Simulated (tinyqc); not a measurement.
# Worked calculation: a chain with two barriers and dephasing by Buettiker voltage probes

tinyqc, about 0.01 s, one thread, Intel Xeon 2.30GHz (shared host): `OMP_NUM_THREADS=1 python tinyqc.py 2700008 2700009 out.jsonl` Printed values are rounded.

Sites 1 to 6 form a chain with hopping -t. Lead L joins site 1 and lead R site 6, both semi-infinite chains with hopping -t and site energy 0. Every site carries a probe with self-energy -i Gamma_p/2 that draws no net current. Linear response at zero temperature: mu_L = 1, mu_R = 0 in units of the bias.

Values chosen for this exercise:
- t = 1 eV (hopping (matrix element -t))
- U = [3.3, 0, 0, 0, 0, 2.5] eV (site energies 1 to N)
- E = 1.11 eV (Fermi energy)
- gp = 0.55 eV (probe broadening Gamma_p)

Constants: q = 1.602176634e-19 C, h = 6.62607015e-34 J s. Results are converted to the units shown.

## Green function

Sigma = t^2 g(E), g(x) = (x - i sqrt(4 t^2 - x^2))/(2 t^2) for |x| < 2 t and (x - sign(x) sqrt(x^2 - 4 t^2))/(2 t^2) otherwise; Gamma = -2 Im Sigma; G = (E - H - Sigma_L - Sigma_R + i Gamma_p/2)^(-1).

Sigma = 0.5550000-0.8318503i eV
Gamma = 1.663701 eV

G (1/eV):
```
,1,2,3,4,5,6
1,-0.2511053-0.1229309i,0.1746499-0.0595094i,0.0408788+0.1409576i,-0.1812620-0.1081952i,0.1305684+0.0289862i,0.0443023+0.0401142i
2,0.1746499-0.0595094i,0.4135461-0.3566645i,0.2682311+0.3416818i,-0.6173202-0.0963658i,0.3904936-0.0649527i,0.1660103+0.0610776i
3,0.0408788+0.1409576i,0.2682311+0.3416818i,-0.2446529-0.5939879i,0.8399868+0.3849243i,-0.5818783-0.0642745i,-0.2117773-0.1535631i
4,-0.1812620-0.1081952i,-0.6173202-0.0963658i,0.8399868+0.3849243i,-0.2092110-0.5618965i,0.2377158+0.2963139i,0.0268327+0.1676163i
5,0.1305684+0.0289862i,0.3904936-0.0649527i,-0.5818783-0.0642745i,0.2377158+0.2963139i,0.3995001-0.3300058i,0.2280875-0.0398700i
6,0.0443023+0.0401142i,0.1660103+0.0610776i,-0.2117773-0.1535631i,0.0268327+0.1676163i,0.2280875-0.0398700i,-0.2909741-0.1860847i
```

## Transmissions between terminals

With Gamma the broadening by one lead, T_RL = Gamma^2 |G_(6,1)|^2, T_pL = Gamma Gamma_p |G_(p,1)|^2, T_pR = Gamma Gamma_p |G_(p,6)|^2, T_pq = Gamma_p^2 |G_(p,q)|^2 for p != q.

T_RL = 0.009886509

```
probe,T_pL,T_pR
1,0.07152453,0.0032684
2,0.03115143,0.0286313
3,0.01970996,0.0626170
4,0.04077592,0.0263669
5,0.01636844,0.0490583
6,0.00326836,0.1091577
```

T_pq:
```
,1,2,3,4,5,6
1,0.0000000,0.0102983,0.0065159,0.0134800,0.0054112,0.0010805
2,0.0102983,0.0000000,0.0570801,0.1180871,0.0474030,0.0094652
3,0.0065159,0.0570801,0.0000000,0.2582577,0.1036709,0.0207005
4,0.0134800,0.1180871,0.2582577,0.0000000,0.0436540,0.0087166
5,0.0054112,0.0474030,0.1036709,0.0436540,0.0000000,0.0162181
6,0.0010805,0.0094652,0.0207005,0.0087166,0.0162181,0.0000000
```

## Probe potentials and effective transmission

No current into probe p: W mu = T_pL with W_pp = T_pL + T_pR + sum_q T_pq and W_pq = -T_pq. Then T_eff = T_RL + sum_p T_pR mu_p, and the resistance is (h/2q^2)/T_eff.

W:
```
,1,2,3,4,5,6
1,0.1115788,-0.0102983,-0.0065159,-0.0134800,-0.0054112,-0.0010805
2,-0.0102983,0.3021164,-0.0570801,-0.1180871,-0.0474030,-0.0094652
3,-0.0065159,-0.0570801,0.5285520,-0.2582577,-0.1036709,-0.0207005
4,-0.0134800,-0.1180871,-0.2582577,0.5093384,-0.0436540,-0.0087166
5,-0.0054112,-0.0474030,-0.1036709,-0.0436540,0.2817839,-0.0162181
6,-0.0010805,-0.0094652,-0.0207005,-0.0087166,-0.0162181,0.1686069
```

```
probe,mu_p
1,0.7721338
2,0.4263169
3,0.3753329
4,0.4228057
5,0.3568867
6,0.1505325
```

T_eff = 0.09320651
resistance = 138.4711 kohm

Without probes the transmission is 0.02277. With them, 10.6 % of the current crosses without entering a probe.

## Current at both leads

In units of (2 q^2/h) times the bias, T_RL + sum_p T_pL (1 - mu_p) leaves L and T_RL + sum_p T_pR mu_p enters R.

current leaving L = 0.09320651
current entering R = 0.09320651

The two are equal: the probes conserve the current.
